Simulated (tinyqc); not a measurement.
# Fully depleted semiconductor-on-insulator film with two gates, non-linear Poisson equation by Newton steps: what changes with what

One dimension across the film, front interface at x = 0, back interface at x = ts. psi is counted from the intrinsic level, n = ni exp(psi/Vt) (source grounded), holes neglected, acceptors ionised. Gates act through Cox = eps0 eox/tox and Cbox = 3.9 eps0/tb with potentials G1 = Vg - (phiM - chi - Vt ln(Nc/ni)) and G2 = Vb - (phiB - chi - Vt ln(Nc/ni)). Classical Boltzmann densities, no interface charge, no depletion in the back plane.

Parameters, values chosen for the exercise; band and dielectric values close to those of silicon: temperature T = 250 K; band gap Eg = 1.14 eV; relative permittivity eps_r = 11.9; conduction-band density of states at T Nc = 2.11e19 cm^-3; valence-band density of states at T Nv = 1.99e19 cm^-3; electron affinity chi = 4.04 eV; relative permittivity of the gate insulator (close to zirconium oxide) eox = 25.6; insulator thickness tox = 6.9 nm; film thickness ts = 20 nm; buried-oxide thickness (eps_r 3.9) tb = 15 nm; acceptor density of the film Na = 3.7e16 cm^-3; work function of the front gate phiM = 4.33 eV; work function of the back plane phiB = 5.09 eV; back-gate voltage Vb = 0 V.

Constants: q = 1.602176634e-19 C, kB = 1.380649e-23 J/K, Vt = kB T/q, eps0 = 8.8541878128e-14 F/cm where lengths are in cm. Results are converted to the units shown.

Each table varies one quantity; the others keep the values above.

## Charge against front-gate voltage

ni = sqrt(Nc Nv) exp(-Eg/(2 Vt)), Eg in volts. The Poisson equation eps0 eps_r d2psi/dx2 = q (n + Na), with -eps0 eps_r dpsi/dx = Cox (G1 - psi) at x = 0 and eps0 eps_r dpsi/dx = Cbox (G2 - psi) at x = ts, is solved on 300 equal intervals with half boxes at both ends; N_inv is the trapezoid sum of n. Swing = ln 10/(d ln N_inv/dVg); the last column is (dN_inv/dVb)/(dN_inv/dVg).

Result of one run:
```
Vg (V)	psi front (V)	psi back (V)	N_inv (cm^-2)	centroid/ts	swing (mV/decade)	q dN_inv/dVg over Cox	back/front leverage
0.92	0.637	0.237	1.05e13	0.0236	1.26e3	0.930	0.0540
```

What becomes of these results when the front-gate voltage Vg is changed from 0.92 to 0.32 V, all else the same?

Result of the changed run:
```
Vg (V)	psi front (V)	psi back (V)	N_inv (cm^-2)	centroid/ts	swing (mV/decade)	q dN_inv/dVg over Cox	back/front leverage
0.32	0.531	0.211	3.72e11	0.0618	102	0.411	0.0677
```

The whole series:
```
Vg (V)	psi front (V)	psi back (V)	N_inv (cm^-2)	centroid/ts	swing (mV/decade)	q dN_inv/dVg over Cox	back/front leverage
-0.13	0.118	-0.0712	3.51e3	0.110	53.8	7.32e-9	0.0850
0.02	0.261	0.0283	2.19e6	0.0896	53.5	4.61e-6	0.0781
0.17	0.404	0.128	1.42e9	0.0757	53.4	0.00297	0.0735
0.32	0.531	0.211	3.72e11	0.0618	102	0.411	0.0677
0.47	0.583	0.230	2.34e12	0.0442	340	0.775	0.0601
0.62	0.608	0.235	4.89e12	0.0339	634	0.867	0.0567
0.77	0.625	0.236	7.63e12	0.0277	944	0.908	0.0550
0.92	0.637	0.237	1.05e13	0.0236	1.26e3	0.930	0.0540
1.07	0.646	0.238	1.33e13	0.0206	1.59e3	0.944	0.0534
```

N_inv passes 1e11 cm^-2 at Vg = 0.274 V. The swing starts at 53.8 mV a decade, against (1 + k) Vt ln 10 = 52.0 for a front channel with k = Cs Cbox/(Cox (Cs + Cbox)) = 0.0488, Cs = eps0 eps_r/ts; above threshold this column is no longer a subthreshold swing. The centroid falls from 0.110 to 0.0206 of ts and the leverage of the back gate falls from 0.0850 to 0.0534. For Vg = 0.47, 0.62, 0.77, 0.92, 1.07 the density at an interface exceeds 0.3 Nc, where Boltzmann statistics fail. In every row the classical centroid lies within 3 nm of an interface, where confinement, left out, would push it away.

## Threshold and coupling against the film thickness

VT is the Vg for N_inv = 1e11 cm^-2; -dVT/dVb from the linearised equation. Limits with Cs = eps0 eps_r/ts: front channel Cs Cbox/(Cox (Cs + Cbox)), back channel Cbox (Cox + Cs)/(Cox Cs). Swing at N_inv = 1e8 cm^-2.

Threshold and coupling against the film thickness:
```
ts (nm)	VT (V)	centroid/ts at VT	-dVT/dVb	front-channel limit	back-channel limit	swing (mV/decade)
4	0.293	0.241	0.0852	0.0644	0.157	54.0
5.6	0.290	0.189	0.0845	0.0624	0.192	54.0
7.7	0.287	0.146	0.0824	0.0600	0.238	53.9
11	0.283	0.108	0.0788	0.0565	0.310	53.8
15	0.279	0.0841	0.0747	0.0528	0.398	53.6
21	0.273	0.0647	0.0694	0.0480	0.529	53.3
29	0.267	0.0510	0.0635	0.0429	0.704	53.0
40	0.261	0.0406	0.0570	0.0374	0.944	52.7
```

Read the table: what changes, and by how much?

As ts goes from 4 to 40, VT falls from 0.293 to 0.261 V, the centroid falls from 0.241 to 0.0406 of ts and -dVT/dVb falls from 0.0852 to 0.0570. The coupling covers 22.4 % of the way from the front-channel to the back-channel limit in the first row and 2.16 % in the last. For ts = 4, 5.6, 7.7 the film is thin enough for confinement to raise VT, which is left out.

Program tinyqc, `OMP_NUM_THREADS=1 python tinyqc.py 2190148 2190149 out.jsonl`; Intel Xeon 2.30GHz, shared host, one thread, about 0.6 s.
